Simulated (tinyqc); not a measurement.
Band bending at a free surface with one surface level, surface photovoltage and Kelvin probe: one step of the calculation.

n-type bulk, xi = Ec - EF = Vt ln(Nc/Nd), p0 = ni^2/Nd, ni = sqrt(Nc Nv) exp(-Eg/(2 Vt)), Eg in volts. b is the upward band bending, u = b/Vt. Space charge per area, in units of q: Qc = sign(b) sqrt((2 eps0 eps_r Vt/q) [(Nd + dn)(exp(-u) - 1) + Nd u + (p0 + dn)(exp(u) - 1)]), with dn the excess density under light (flat quasi-Fermi levels; 0 in the dark). The level holds -Ns f, f = 1/(1 + exp((xi + b - Es)/Vt)). Neutrality: Qc + Qf + (charge of the states) = 0.

Task. Bulk quantities. xi, ni, p0, the Debye length sqrt(eps0 eps_r Vt/(q Nd)) and the flat-band work function chi + xi.

Inputs (values chosen for the exercise); band and dielectric values close to those of indium phosphide: temperature T = 300 K; band gap Eg = 1.33 eV; relative permittivity eps_r = 12.4; conduction-band density of states at T Nc = 5.8e17 cm^-3; valence-band density of states at T Nv = 1.12e19 cm^-3; electron affinity chi = 4.38 eV; donor density Nd = 5.9e15 cm^-3.

Constants: q = 1.602176634e-19 C, kB = 1.380649e-23 J/K, Vt = kB T/q, eps0 = 8.8541878128e-14 F/cm where lengths are in cm. Results are converted to the units shown.

Give: xi; ni; p0; Debye length; chi + xi.

Result.

xi = 0.1186 eV
ni = 1.717e7 cm^-3
p0 = 0.04998 cm^-3
Debye length = 54.80 nm
chi + xi = 4.499 eV

Computed by the program tinyqc: `OMP_NUM_THREADS=1 python tinyqc.py 2430087 2430088 out.jsonl`, one thread of a shared Intel Xeon 2.30GHz, about 0.01 s for the whole run.
